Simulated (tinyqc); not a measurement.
# Trap density from the barrier height

Problem. In a partly depleted grain with all boundary traps filled, 2 N W = Qt and VB = q N W^2/(2 eps0 eps_r). Find Qt, W and the doping at which VB would equal Vt.

Values chosen for this exercise:
```
symbol,value,unit,meaning
T,350,K,temperature
eps_r,11.7,,relative permittivity
```

Constants: q = 1.602176634e-19 C, kB = 1.380649e-23 J/K, Vt = kB T/q, eps0 = 8.8541878128e-14 F/cm where lengths are in cm. Results are converted to the units shown.

doping = 7.6e17 cm^-3
barrier height = 0.065119670 V

Solution. Eliminating W gives VB = q Qt^2/(8 eps0 eps_r N), which falls as 1/N.

Qt = 1.60e12 cm^-2
W = 10.5 nm
doping for VB = Vt = 1.64e18 cm^-3

Program tinyqc, `OMP_NUM_THREADS=1 python tinyqc.py 2830182 2830183 out.jsonl`; Intel Xeon 2.30GHz, shared host, one thread, about 0.01 s.
